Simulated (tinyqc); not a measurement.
Rapid thermal processing of a wafer: radiative balance, ramp and cooling, pattern effects, pyrometer error and spike budget: one step, computed by the program tinyqc. Command: `OMP_NUM_THREADS=1 python tinyqc.py 3112997 3112998 out.jsonl rtp walk`. One thread of a shared host (Intel(R) Xeon(R) Processor @ 2.30GHz), about 0.04 s of CPU time with the checks.

The wafer is opaque and uniform through its thickness unless said otherwise; temperatures in formulas are in kelvin (C + 273.15). sigma = 5.670374419e-12 W/(cm^2 K^4).

Task: Pattern effect. At steady state a sinusoidal change of absorbed power of relative amplitude a and period p gives the temperature amplitude a q/(dq/dT + k d (2 pi/p)^2); healing length l = sqrt(k d/(dq/dT)); process change = E_a dT/(k_B T^2). Emissivity is taken as unchanged.

Inputs (values chosen for the exercise, modelled on a hot silicon wafer): wafer thickness d = 725 micrometre; thermal conductivity k = 0.21 W/(cm K); wall temperature T_w = 500 K; process temperature = 731 C; relative change of absorptivity over a pattern = 4.3 %; period of the pattern = 6.2 mm; activation energy of the process E_a = 3.66 eV.

dq/dT = 30.66733 mW/(cm^2 K)

holding power q = 9.078347 W/cm^2

Constants: k_B = 8.617333262e-05 eV/K.

Give: healing length l; amplitude without lateral conduction; amplitude; change of the process rate.

Result:

healing length l = 7.046 mm

amplitude without lateral conduction = 12.73 K

amplitude = 0.2449 K

change of the process rate = 1.031 %

Lateral conduction cuts the amplitude to 1.9 %, since p/(2 pi l) = 0.14.
